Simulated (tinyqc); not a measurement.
## Trap density and grain size from the barrier

Inverse problem. With all traps filled Vb = q Qt^2/(8 eps0 eps_r N), and in that limit the barrier is largest at N* = Qt/Lg. Find Qt, Lg and the depleted width Qt/N.

Parameters, values chosen for the exercise: relative permittivity of the semiconductor eps_r = 11.7.

Constants: q = 1.602176634e-19 C, eps0 = 8.8541878128e-14 F/cm where lengths are in cm. Results are converted to the units shown.

barrier at N = 1e18 cm^-3 = 0.14093321 V
doping of the largest barrier = 3.375e17 cm^-3

Solution. The barrier gives Qt, and N* then gives Lg.

Qt = 2.70e12 cm^-2
Lg = 80.0 nm
depleted width = 27.0 nm

Program tinyqc, `OMP_NUM_THREADS=1 python tinyqc.py 2610116 2610117 out.jsonl`; Intel Xeon 2.30GHz, shared host, one thread, about 0.01 s.
